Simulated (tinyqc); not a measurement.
Deep level with several charge states, and Shockley-Read-Hall recombination, step by step. Values are carried at full precision from step to step, so a last printed digit may differ when a step is redone from the rounded ones.

Energies from Ev. The defect has charge states +1, 0, -1 with weights 1, gm exp((EF - E1)/kT), exp((2 EF - E1 - E2)/kT); the shares are the weights over their sum. Boltzmann carriers: n = Nc exp((EF - Eg)/kT), p = Nv exp(-EF/kT). Neutrality: p - n + Nd + Nt <q> = 0.

Constants: kB = 8.617333262e-05 eV/K.

Inputs chosen for the exercise (gap and densities of states near those of GaAs at this temperature; shifted at random, so the results belong to these values and not to a real crystal): Eg = 1.42 eV (gap); Nc = 4.31e+17 1/cm^3 (conduction-band density of states); Nv = 9.41e+18 1/cm^3 (valence-band density of states); T = 300 K; E1 = 1.013 eV (level (+1/0) above Ev); E2 = 0.878 eV (level (0/-1) above Ev); gm = 2 (degeneracy of the middle state, the others 1); Nt = 5.6e+15 1/cm^3 (defects); Nd = -7.8e+16 1/cm^3 (ionised shallow donors minus acceptors); E_try = 1.171 eV (trial Fermi level); Et = 0.878 eV (recombination level above Ev); sn = 1.1e-16 cm^2 (electron capture cross-section); sp_ = 4e-15 cm^2 (hole capture cross-section); vth = 26000000 cm/s (thermal velocity, both carriers); Nm = 5.6e+16 1/cm^3 (equilibrium holes for the lifetime steps); dn = 1.9e+16 1/cm^3 (excess pairs).

## Charge states at a trial Fermi level

Form the exponents, the shares, the mean charge and the residual of neutrality at EF = E_try.

exponents of the second and third weights: 6.112  17.445

shares: +1 0.0000, 0 0.0000, -1 1.0000

<q> = -1.0000

n, p (1/cm^3): 2.83e+13  0.200

residual = -8.36e+16 1/cm^3

The residual is negative, so EF must fall.

## The neutral state

Solve for EF.

EF = 0.1258 eV

shares at EF: +1 1.000, 0 0.000, -1 0.000

n = 7.82e-05 1/cm^3
p = 7.24e+16 1/cm^3

Without the defects the majority density would be 7.80e+16 1/cm^3; with them the density of these carriers is 7.24e+16, so they compensate part of the doping. Most defects are in the state +1. The level order is inverted (negative U), so the middle state is never the most common.

## Recombination through one level

One level at Et with degeneracy 1: tn = 1/(sn vth Nt), tp = 1/(sp_ vth Nt), n1 = Nc exp((Et - Eg)/kT), p1 = Nv exp(-Et/kT), ni^2 = n1 p1. Equilibrium p0 = Nm, n0 = ni^2/Nm; n = n0 + dn, p = p0 + dn. U = (n p - ni^2)/(tp (n + n1) + tn (p + p1)), lifetime dn/U; emission rates en = sn vth n1, ep = sp_ vth p1.

Evaluate each quantity.

tn, tp (microsecond): 0.06244  0.001717

n1, p1 (1/cm^3): 3.38e+08  1.67e+04

U = 3.02e+23 1/(cm^3 s)
lifetime = 0.0629 microsecond

The lifetime is 1.007 times the minority capture time tn and 0.98 times tn + tp, the limit of high injection.

## Emission and generation in a depleted region

With n = p = 0 the level generates pairs at G = Nt en ep/(en + ep); generation lifetime tg = ni/G; current density e G W for a width W = 1 micrometre, e = 1.602176634e-19 C.

en, ep (1/s): 0.967  0.00174

G = 9.73e+12 1/(cm^3 s)
tg = 0.245 microsecond
current density = 1.56e-10 A/cm^2

The slower step, hole emission, limits the rate: en/ep = 556.

## Checks

- U against hole capture minus emission at the steady occupation of the level (1/(cm^3 s)): both 3.022e+23.

Run: tinyqc, `OMP_NUM_THREADS=1 python tinyqc.py 1680703 1680704 out.jsonl`; Intel(R) Xeon(R) Processor @ 2.30GHz, one thread, shared host; about 0.01 s of CPU time with all checks.
